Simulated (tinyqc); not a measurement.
Thermal stress and diffusional relaxation in a metal film: Coble and Nabarro-Herring creep, cooling and holds: one step, computed by the program tinyqc.

A thin film on a rigid substrate is stress-free at T0. Tension is positive and the film creeps linearly: d sigma/dt = -M (mismatch) dT/dt - sigma/tau.

Problem. Creep at the hold temperature. Creep rate per stress: Nabarro-Herring 14 D Omega/(k_B T d^2), Coble (14 pi) delta D_b Omega/(k_B T d^3), with D = D0 exp(-E/(k_B T)), delta D_b = (delta D_b)0 exp(-E_b/(k_B T)); 1/tau = M x (sum of both)/2 (biaxial strain rate is half the uniaxial one). Temperatures in kelvin are T(C) + 273.15. sigma(t) = sigma_0 exp(-t/tau), relaxed part sigma_0 - sigma(t); the grain size where both mechanisms are equal is pi delta D_b/D.

Inputs (values chosen for the exercise, modelled on aluminium films on silicon):

| quantity | value | unit |
|---|---|---|
| biaxial modulus M | 105 | GPa |
| atomic volume Omega | 16.6 | angstrom^3 |
| lattice prefactor D0 | 0.00022 | m^2/s |
| lattice energy E | 1.46 | eV |
| boundary prefactor (delta D_b)0 | 4.6e-14 | m^3/s |
| boundary energy E_b | 0.875 | eV |
| grain size d | 3.9 | um |
| stress-free temperature T0 | 350 | C |
| hold temperature T | 210 | C |
| hold time t | 0.078 | h |

stress after a quench sigma_0 = 310.17 MPa

Constants: k_B = 1.380649e-23 J/K; k_B = 8.617333262e-05 eV/K.

Give: Nabarro-Herring rate; Coble rate; relaxation time tau; stress after the hold; stress relaxed during the hold; crossover grain size.

Solution.

Nabarro-Herring rate = 2.972e-16 1/(Pa s)

Coble rate = 6.333e-14 1/(Pa s)

relaxation time tau = 0.08316 h

stress after the hold = 121.4 MPa

stress relaxed during the hold = 188.8 MPa

crossover grain size = 831.1 um

Coble creep is 210 times as fast as Nabarro-Herring creep at this grain size. The crossover size is formal, far above any film grain. Caution: bulk creep laws overstate relaxation in a bonded film, where the substrate constrains boundary diffusion, and dislocation glide is left out.
